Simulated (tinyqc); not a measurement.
Resistance of a tapered via with liner, size effect and interface: two steps of the calculation.

A round via whose diameter grows from db at the bottom as D(z) = db + 2 z/tan(ang). The fill, of diameter D - 2 tl, starts above the bottom liner (thickness fb tl) and has rho = rho0 (1 + ks lam/(D - 2 tl)); the sidewall liner conducts in parallel with it. The bottom liner and the interface are crossed over the full area pi db^2/4. Spreading in the lines above and below is left out.

Values chosen for this exercise; fill metal close to molybdenum: diameter at the bottom db = 25 nm; height hv = 36 nm; sidewall angle ang = 88 degrees; bulk resistivity of the fill rho0 = 5.18 uohm cm; mean free path of the fill lam = 11.4 nm; size-effect factor ks = 0.6; liner on the sidewall tl = 0.4 nm; liner at the bottom over that on the sidewall fb = 0.5; resistivity of the liner rl = 390 uohm cm; interface resistivity at the bottom ri = 3e-12 ohm cm^2; ballistic conductance per area, about 3/(4 rho0 lam) Sb = 1.3e15 S/m^2.

Task 1. Slices of the via. Slices between z0 = fb tl and hv, evaluated at their midpoints: conductance per length pi/4 [(D - 2 tl)^2/rho + (D^2 - (D - 2 tl)^2)/rl], slice resistance = slice height over that. 9 slices.

Find: z; D; rho; slice resistance.

Result 1.

```
slice	z (nm)	D (nm)	rho (uohm cm)	slice resistance (ohm)
0	2.1889	25.153	6.6349	0.56597
1	6.1667	25.431	6.6185	0.55191
2	10.144	25.709	6.6025	0.53837
3	14.122	25.986	6.5868	0.52532
4	18.100	26.264	6.5714	0.51273
5	22.078	26.542	6.5564	0.50058
6	26.056	26.820	6.5417	0.48886
7	30.033	27.098	6.5273	0.47754
8	34.011	27.375	6.5132	0.46660
```

Task 2. Total resistance. R_fill = sum of the slices; R_bottom = rl fb tl/(pi db^2/4); R_interface = ri/(pi db^2/4); ballistic (Sharvin) limit 1/(Sb pi (db - 2 tl)^2/4); ideal cylinder rho0 hv/(pi db^2/4).

slice resistance, slice 0 to 8 (ohm): 0.56596809  0.55191307  0.53837036  0.52531557  0.51272568  0.50057907  0.48885530  0.47753511  0.46660032

Wanted: parts; R; shares; ballistic limit; ideal cylinder.

Result 2.

parts (ohm): fill 4.6279, bottom liner 1.5890, interface 0.61115
R = 6.8280 ohm
shares (%): fill 67.778, bottom liner 23.272, interface 8.951
ballistic limit = 1.6724 ohm
ideal cylinder = 3.7989 ohm

The fill is the largest part, and R is 1.80 times the ideal cylinder. With 2000 slices R = 6.8282 ohm.

Program tinyqc, `OMP_NUM_THREADS=1 python tinyqc.py 2750018 2750019 out.jsonl`; Intel Xeon 2.30GHz, shared host, one thread, about 0.01 s.
